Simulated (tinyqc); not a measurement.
Band offset from the macroscopic average of a supercell potential, step by step. Values are carried at full precision from step to step, so a last printed digit may differ when a step is redone from the rounded ones.

A model of the planar-averaged electrostatic energy of an electron in a periodic cell of N1 periods of A (L1 = N1 n1 h) and N2 periods of B (L2 = N2 n2 h), on z_j = j h: V(z) = f VA + (1 - f) VB + F t(z), VA = V1[0] + V1[1] cos(2 pi z/(n1 h)) + V1[2] cos(4 pi z/(n1 h)), VB the same with V2, n2 and z - L1. f = [tanh(z/w) - tanh((z - L1)/w) + tanh((z - L1 - L2)/w)]/2 + 1/2; t(z) = z - L1/2 in A and (L1/L2)(L1 + L2/2 - z) beyond, so that the cell is periodic.

Constants: e^2/(4 pi eps0) = 14.39964547 eV angstrom.

Values chosen for the exercise (gaps near those of GaAs and Ge; the results hold for these values, not for the real material):
```
symbol  value                unit         meaning
h       0.3                  angstrom     grid step
n1      7                                 grid points per period of A
n2      6                                 grid points per period of B
N1      5                                 periods of A
N2      5                                 periods of B
V1      (-4.27, 2.37, -0.4)  eV           mean and two harmonics of the potential in A
V2      (-9.44, 4.98, 0.95)  eV           the same in B
w       0.48                 angstrom     width of the interfaces
F       0.002                eV/angstrom  slope in A from opposite charges on the two interfaces
Ev1     7.23                 eV           valence top of bulk A above its mean potential
Eg1     (0.51, 1.54)         eV           gap of A: semi-local value, corrected value
fv1     0.72                              share of the correction that lowers the valence top of A
Ev2     12.72                eV           valence top of bulk B above its mean potential
Eg2     (0.1, 0.74)          eV           gap of B: semi-local value, corrected value
fv2     0.74                              the same share for B
eps     12.2                              dielectric constant at the interface
```

## The planar average

Evaluate V on the grid, j = 0, 1, ...

V(z_j) (eV): [-4.873, -4.874, -5.132, -6.796, -6.668, -4.443, -2.713, -2.308, -2.710, -4.442, -6.659, -6.659, -4.440, -2.706, -2.302, -2.705, -4.438, -6.655, -6.654, -4.436, -2.702, -2.298, -2.701, -4.434, -6.651, -6.650, -4.432, -2.698, -2.295, -2.697, -4.435, -6.685, -6.803, -5.032, -3.745, -2.894, -6.364, -11.791, -13.305, -12.359, -7.412, -3.503, -7.419, -12.400, -13.466, -12.401, -7.422, -3.508, -7.424, -12.404, -13.470, -12.406, -7.426, -3.512, -7.428, -12.408, -13.474, -12.409, -7.430, -3.518, -7.431, -12.359, -13.231, -11.648, -6.383]

## Running means

Running mean over n points, periodic: for odd n the plain mean of the n points centred on j; for even n the n + 1 points with half weight at both ends. The macroscopic average applies the mean over n1 points and then over n2 points.

Apply the first mean, then the second.

after the mean over n1 points (eV): [-7.562, -6.625, -5.595, -5.071, -4.705, -4.395, -4.297, -4.277, -4.276, -4.276, -4.275, -4.274, -4.273, -4.273, -4.272, -4.272, -4.271, -4.270, -4.270, -4.269, -4.269, -4.268, -4.267, -4.267, -4.266, -4.266, -4.265, -4.265, -4.270, -4.292, -4.378, -4.527, -4.613, -5.137, -6.188, -7.133, -7.927, -8.267, -8.233, -8.879, -9.741, -9.980, -9.851, -9.146, -8.588, -9.148, -9.861, -10.014, -9.862, -9.151, -8.593, -9.153, -9.865, -10.018, -9.866, -9.155, -8.597, -9.157, -9.861, -9.979, -9.718, -8.857, -8.492, -8.686, -8.357]

macroscopic average (eV): [-7.268, -6.651, -5.989, -5.387, -4.919, -4.614, -4.437, -4.335, -4.289, -4.277, -4.275, -4.274, -4.273, -4.273, -4.272, -4.272, -4.271, -4.270, -4.270, -4.269, -4.269, -4.268, -4.267, -4.267, -4.266, -4.266, -4.269, -4.280, -4.311, -4.362, -4.464, -4.696, -5.093, -5.625, -6.233, -6.846, -7.459, -8.067, -8.601, -8.998, -9.232, -9.335, -9.387, -9.419, -9.432, -9.436, -9.437, -9.438, -9.439, -9.439, -9.440, -9.441, -9.441, -9.442, -9.443, -9.443, -9.439, -9.424, -9.386, -9.353, -9.305, -9.140, -8.813, -8.354, -7.825]

Around the middle of B the first mean varies by 1272 meV over five points and the second by 3 meV: one window removes only the period it matches.

## The potential line-up

Read the macroscopic average in the middle of each region, j = 17 and j = 50, and its slope in A by a central difference over two points each way.

plateau in A = -4.270 eV
plateau in B = -9.440 eV
dV = B - A = -5.170 eV
slope in A = 0.002 eV/angstrom

The plateaus are flat, so the line-up is well defined.

## Band offsets

dEv = Ev(A) - Ev(B) = Ev1 - (dV + Ev2); dEc = Ec(B) - Ec(A) = Eg2 - Eg1 - dEv. The correction of a gap, c = Eg[1] - Eg[0], lowers the valence top by fv c and leaves dV, a ground-state quantity, as it is. Type I: dEv and dEc of one sign; II: opposite signs; III: no overlap of the gaps.

Give the offsets with semi-local and with corrected band edges.

dEv, dEc, semi-local (eV): [-0.320, -0.090]

lowering of the valence tops of A and B (eV): [0.742, 0.474]

dEv, dEc, corrected (eV): [-0.588, -0.212]

The correction moves dEv by -0.27 eV and dEc by -0.12 eV; the type stays I.

## The dipole behind the step

A step dV of the mean electron energy from A to B across an interface equals 4 pi (e^2/4 pi eps0) times a dipole per area p (in e angstrom per angstrom^2). For a change of 0.1 eV in dV, give the charge per area moved over 2 angstrom in a medium of dielectric constant eps: sigma = 0.1 eps/(4 pi (e^2/4 pi eps0) 2). 1 angstrom^-2 = 1e16 cm^-2.

|p| = 0.02857 e/angstrom
sigma = 3.37e+13 e/cm^2

With about 7e14 atoms per cm^2 in a plane (as on a silicon (100) face), 4.8 % of an electron per atom shifts the line-up by 0.1 eV.

## Checks

- Line-up in a cell of 14 + 14 periods without slope against V2[0] - V1[0] (eV): both -5.1700.

(tinyqc, `OMP_NUM_THREADS=1 python tinyqc.py 1850866 1850867 out.jsonl`, Intel(R) Xeon(R) Processor @ 2.30GHz, 1 thread, shared host, about 0.01 s.)
